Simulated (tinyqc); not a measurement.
Two-sublattice mean-field magnet: ferrimagnet, compensation points and susceptibility. From one set of inputs to another, one input at a time. Computed by tinyqc, a small Python program. Command: `OMP_NUM_THREADS=1 python tinyqc.py 3008820 3008821 out.jsonl ferri ladder`. One thread of a shared host (Intel(R) Xeon(R) Processor @ 2.30GHz), about 0.05 s of CPU time with the checks.

A random alloy A(1-x)B(x) with H = -sum over pairs J S_i.S_j. a = <S_A> and b = <S_B> are taken along z, a > 0. Exchange fields: h_A = (1 - x) zJ_AA a + x zJ_AB b, h_B = (1 - x) zJ_AB a + x zJ_BB b; a = S_A B_(S_A)(S_A h_A/(k_B T)) and likewise for b, with the Brillouin function B_S(y) = [(2S + 1)/(2S)] coth[(2S + 1) y/(2S)] - [1/(2S)] coth[y/(2S)].

The inputs printed are set A. Inputs not listed in the table keep their values of set A, so the rows need not describe a real material.

Inputs (values chosen for the exercise, for a model ferrimagnet):

| quantity | value | unit |
|---|---|---|
| spin S_A | 2.5 | - |
| spin S_B | 3.5 | - |
| g factor g_A | 2.1 | - |
| g factor g_B | 2 | - |
| fraction x of B sites | 0.43 | - |
| z J_AA | 13.5 | meV |
| z J_BB | 1.3 | meV |
| z J_AB | -5.2 | meV |
| T over T_c | 0.37 | - |
| largest number of steps | 3000 | - |

Constants: k_B = 8.617333262e-05 eV/K.

Method:
- Linearised, T (a, b) = M (a, b) with M_ij = S_i (S_i + 1) c_j zJ_ij/(3 k_B), c_A = 1 - x, c_B = x. T_c is the larger eigenvalue, and its eigenvector gives b/a at onset, (T_c - M_AA)/M_AB.
- Repeat from a = S_A, b = -S_B until a and b change by less than 1e-10.
- Net moment m = (1 - x) g_A a + x g_B b in mu_B per site; net spin s = (1 - x) a + x b.
- T_M: m = 0; T_A: s = 0; searched between 0.02 and 0.97 T_c, and given as 0 if there is no change of sign.

Each row keeps all changes above it:

| input moved | from | to | a | b | magnetic compensation T_M (K) |
|---|---|---|---|---|---|
| set A | - | - | 2.412 | -2.800 | 27.74 |
| g factor g_A | 2.1 | 2 | 2.412 | -2.800 | 58.90 |
| z J_BB (meV) | 1.3 | 1.5 | 2.412 | -2.827 | 60.88 |
| z J_AB (meV) | -5.2 | -6 | 2.412 | -2.901 | 68.72 |
| fraction x of B sites | 0.43 | 0.37 | 2.406 | -2.899 | 0.00 |
| z J_AA (meV) | 13.5 | 25.7 | 2.397 | -2.255 | 0.00 |
| T over T_c | 0.37 | 0.81 | 1.557 | -0.800 | 0.00 |

Where does the difference come from?

a goes from 2.41 to 1.56, a factor 0.646 in all. The largest single move comes from T over T_c (a factor 0.650). b goes from -2.80 to -0.800, +2 in all. The largest single move comes from T over T_c (+1.45). Magnetic compensation T_M goes from 27.7 to 0, -27.7 in all. The largest single move comes from fraction x of B sites (-68.7), and g factor g_A works against it (+31.2). The single moves hold for this order of the switches; the total does not depend on the order.

Extremes, crossings and ranges named in words are read from the listed rows.
